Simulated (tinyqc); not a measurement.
UHF in the sto-3g basis, for BeH+, spin multiplicity 1, step by step. This run ends on a higher stationary point, not on the lowest solution. One step of it, computed by the program tinyqc.

Problem. Iteration 2: diagonalisation and new density. Diagonalise F' = X^T F X, C = X C', fill 2 alpha and 2 beta electrons from the bottom; D(s) = C_occ C_occ^T. Each column has its largest component positive (the first on a tie).

F(alpha) (hartree), lower triangle:
```
            1Be 1s     1Be 2s    1Be 2px    1Be 2py    1Be 2pz      2H 1s
1Be 1s   -4.963026
1Be 2s   -1.399680  -0.789868
1Be 2px  -0.000977  -0.097613  -0.140129
1Be 2py  -0.000634  -0.063387  -0.021754  -0.120755
1Be 2pz   0.014192  -0.092258  -0.058265  -0.037835  -0.218785
2H 1s    -0.120377  -0.329817  -0.067864  -0.044068  -0.310772  -0.405969
```

F(beta) (hartree), lower triangle:
```
            1Be 1s     1Be 2s    1Be 2px    1Be 2py    1Be 2pz      2H 1s
1Be 1s   -4.963026
1Be 2s   -1.399680  -0.789868
1Be 2px   0.000977   0.097613  -0.140129
1Be 2py   0.000634   0.063387  -0.021754  -0.120755
1Be 2pz   0.014192  -0.092258   0.058265   0.037835  -0.218785
2H 1s    -0.120377  -0.329817   0.067864   0.044068  -0.310772  -0.405969
```

X, lower triangle:
```
            1Be 1s     1Be 2s   1Be 2px   1Be 2py    1Be 2pz     2H 1s
1Be 1s    1.027355
1Be 2s   -0.140504   1.061505
1Be 2px   0.000000   0.000000  1.000000
1Be 2py   0.000000   0.000000  0.000000  1.000000
1Be 2pz  -0.006261   0.044163  0.000000  0.000000   1.055838
2H 1s     0.019611  -0.161002  0.000000  0.000000  -0.204611  1.089216
```

Give: F' = X^T F X; orbital energies; coefficients C; F' = X^T F X; orbital energies; coefficients C; D(alpha) after iteration 2; D(beta) after iteration 2.

Solution.

F' = X^T F X (alpha) (hartree), lower triangle:
```
         1        2        3        4        5        6
1  -4.8532
2  -0.7113  -0.4786
3   0.0117  -0.0951  -0.1401
4   0.0076  -0.0618  -0.0218  -0.1208
5   0.0130  -0.0266  -0.0519  -0.0337  -0.1307
6   0.0230  -0.2141  -0.0463  -0.0301  -0.2377  -0.2615
```

orbital energies (alpha) (hartree): MO1 -4.9660, MO2 -0.6406, MO3 -0.2400, MO4 -0.1195, MO5 -0.1066, MO6 0.0879

coefficients C (alpha):
```
             MO1      MO2      MO3      MO4      MO5      MO6
1Be 1s    0.9927  -0.1822  -0.2026   0.0719   0.0000   0.1037
1Be 2s    0.0271   0.5980   0.7462  -0.2337   0.0000  -0.4523
1Be 2px   0.0007   0.2237   0.1541   0.7797  -0.5446   0.1471
1Be 2py   0.0004   0.1453   0.1000   0.5063   0.8387   0.0955
1Be 2pz  -0.0015   0.2802  -0.5259   0.1889   0.0000  -0.8763
2H 1s    -0.0031   0.5051  -0.4242  -0.2265   0.0000   0.8764
```

F' = X^T F X (beta) (hartree), lower triangle:
```
         1        2        3        4        5        6
1  -4.8532
2  -0.7113  -0.4786
3  -0.0117   0.0951  -0.1401
4  -0.0076   0.0618  -0.0218  -0.1208
5   0.0130  -0.0266   0.0519   0.0337  -0.1307
6   0.0230  -0.2141   0.0463   0.0301  -0.2377  -0.2615
```

orbital energies (beta) (hartree): MO1 -4.9660, MO2 -0.6406, MO3 -0.2400, MO4 -0.1195, MO5 -0.1066, MO6 0.0879

coefficients C (beta):
```
             MO1      MO2      MO3      MO4      MO5      MO6
1Be 1s    0.9927  -0.1822  -0.2026  -0.0719   0.0000   0.1037
1Be 2s    0.0271   0.5980   0.7462   0.2337   0.0000  -0.4523
1Be 2px  -0.0007  -0.2237  -0.1541   0.7797  -0.5446  -0.1471
1Be 2py  -0.0004  -0.1453  -0.1000   0.5063   0.8387  -0.0955
1Be 2pz  -0.0015   0.2802  -0.5259  -0.1889   0.0000  -0.8763
2H 1s    -0.0031   0.5051  -0.4242   0.2265   0.0000   0.8764
```

D(alpha) after iteration 2, lower triangle:
```
          1Be 1s  1Be 2s  1Be 2px  1Be 2py  1Be 2pz   2H 1s
1Be 1s    1.0187
1Be 2s   -0.0821  0.3584
1Be 2px  -0.0401  0.1338   0.0500
1Be 2py  -0.0260  0.0869   0.0325   0.0211
1Be 2pz  -0.0525  0.1675   0.0627   0.0407   0.0785
2H 1s    -0.0951  0.3020   0.1130   0.0734   0.1415  0.2552
```

D(beta) after iteration 2, lower triangle:
```
          1Be 1s   1Be 2s  1Be 2px  1Be 2py  1Be 2pz   2H 1s
1Be 1s    1.0187
1Be 2s   -0.0821   0.3584
1Be 2px   0.0401  -0.1338   0.0500
1Be 2py   0.0260  -0.0869   0.0325   0.0211
1Be 2pz  -0.0525   0.1675  -0.0627  -0.0407   0.0785
2H 1s    -0.0951   0.3020  -0.1130  -0.0734   0.1415  0.2552
```
